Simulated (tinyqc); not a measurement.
# Permittivity and interlayer from two capacitances

Inverse problem. A two-layer stack has Cox = eps0/(t1/e1 + t2/e2) and EOT = 3.9 eps0/Cox. Find e2, the EOT of layer 1 and, with e1 given, t1.

Values chosen for this exercise:
```
symbol  value  unit                           meaning
e1       3.91        relative permittivity of layer 1
```

Constants: eps0 = 8.8541878128e-14 F/cm where lengths are in cm. Results are converted to the units shown.

Cox at t2 = 2.4 and 7.6 nm (uF/cm^2): 1.4957907  0.76719254

Answer. EOT is linear in t2 with slope 3.9/e2, and its intercept is the EOT of layer 1.

e2 = 9.250
EOT of layer 1 = 1.297 nm
t1 = 1.300 nm

tinyqc, about 0.01 s, one thread, Intel Xeon 2.30GHz (shared host): `OMP_NUM_THREADS=1 python tinyqc.py 2010091 2010092 out.jsonl`
